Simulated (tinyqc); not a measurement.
# Deep-level transient spectroscopy, step by step

Computed by the program tinyqc: `OMP_NUM_THREADS=1 python tinyqc.py 2050131 2050132 out.jsonl`, one thread of a shared Intel Xeon 2.30GHz, about 0.01 s for the whole run. Printed values are rounded.

Schottky contact on an n-type layer with shallow donors Nd (all ionised) and a donor-like deep trap, neutral when filled and positive when empty; depletion approximation. Traps within lam of the depletion edge stay filled. A long pulse to Vp fills the traps beyond x1 = Wp - lam; back at Vr those between x1 and x2 = Wr - lam emit. A rate window reads S = C(t2) - C(t1).

Parameters, values chosen for the exercise; material values close to those of germanium: relative permittivity eps_r = 16.1; conduction-band density of states at 300 K Nc = 1.05e19 cm^-3; thermal velocity at 300 K vth = 3.3e7 cm/s; shallow donor density Nd = 5.9e14 cm^-3; built-in voltage Vbi = 0.35 V; depth of the trap below the conduction edge Et = 0.29 eV; capture cross-section sn = 1e-16 cm^2; trap density Nt = 2.8e13 cm^-3; reverse bias Vr = 3.4 V; reverse bias during the filling pulse Vp = 0 V; first sampling time t1 = 0.1 ms; second sampling time t2 = 1 ms; temperature of the transient T = 201 K.

Constants: q = 1.602176634e-19 C, kB = 1.380649e-23 J/K, eps0 = 8.8541878128e-14 F/cm where lengths are in cm. Results are converted to the units shown.

## Emission rate and rate window

Emission rate en = sn vth(T) Nc(T) exp(-Et/kB T) = sn g T^2 exp(-Et/kB T), g = vth Nc/(300 K)^2, as vth goes as T^0.5 and Nc as T^1.5 (degeneracy factor 1). For an exponential transient S peaks where en = ew = ln(t2/t1)/(t2 - t1).

g = 3.85e21 cm^-2 s^-1 K^-2
en = 832.782 1/s
1/en = 1.20080 ms
ew = 2558.43 1/s

## Widths

lam = sqrt(2 eps0 eps_r (EF - ET)/(q Nd)), EF - ET = Et - (kB T/q) ln(Nc(T)/Nd), Nc(T) = Nc (T/300 K)^1.5. In the steady state at the band bending V, 2 eps0 eps_r V/q = Nd W^2 + Nt (W - lam)^2 (the second term only if W > lam). V = Vbi + Vr gives Wr and V = Vbi + Vp gives Wp; x1 = max(Wp - lam, 0).

lam = 628.310 nm
Wr = 3311.87 nm
Wp = 1023.82 nm
x1 = 395.507 nm
x2 = 2683.56 nm
G = (x2^2 - x1^2)/Wr^2 = 0.642301

The rule Nt = 2 Nd |dC|/C assumes G = 1 and would understate Nt by a factor of about 1/G = 1.56 here (the limit of small Nt/Nd).

## The transient

t, sample 0 to 6 (ms): 0  0.05  0.1  0.55  1  2  5

W(t)^2 = Wr^2 + (Nt/Nd)(x2^2 - x1^2) exp(-en t), C = eps0 eps_r/W; for small Nt, dC/C = -(Nt/2 Nd) G exp(-en t) with G = (x2^2 - x1^2)/Wr^2. S = C(t2) - C(t1).

```
sample	C (nF/cm^2)	C - C(final) (pF/cm^2)
0	4.24014	-64.1391
1	4.24270	-61.5791
2	4.24516	-59.1192
3	4.26338	-40.9044
4	4.27604	-28.2457
5	4.29193	-12.3509
6	4.30326	-1.0195
```

S = 30.8735 pF/cm^2

## Step 1: peak temperature

T at the start = 300 K

Fixed-point step for en(T) = ew: T(new) = (Et q/kB)/ln(sn g T^2/ew), g = vth Nc/(300 K)^2.

T after step 1 = 204.934 K

## Course of the iteration for the peak temperature

Start from 300 K; stop when T changes by less than 1e-8 K.

Course of the iteration:
```
step	T (K)	change (K)
1	204.934	95.1
2	214.909	9.97
3	213.612	1.30
4	213.777	0.164
5	213.756	0.0209
6	213.758	2.65e-3
7	213.758	3.37e-4
8	213.758	4.28e-5
9	213.758	5.44e-6
10	213.758	6.91e-7
11	213.758	8.77e-8
12	213.758	1.11e-8
13	213.758	1.42e-9
```

Converged in 13 steps; each multiplies the error by -2 kB T/Et = -0.13.
